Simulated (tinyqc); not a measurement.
From results to parameters: Luttinger model of the valence bands. Computed by the program tinyqc.

Problem. In the four-band Luttinger model 1/m = g1 -/+ 2 g2 along [100] and g1 -/+ 2 g3 along [111]. Find g1, g2, g3 and the light hole mass along [111].

heavy and light hole masses along [100] (electron masses): 0.181159  0.047801
heavy hole mass along [111] = 0.316456 electron masses

Solution. The mean of the two inverse masses along [100] is g1 and a quarter of their difference is g2; g3 = (g1 - 1/m_hh[111])/2.

g1, g2, g3: 13.2200  3.8500  5.0300
light hole mass along [111] = 0.0430 electron masses
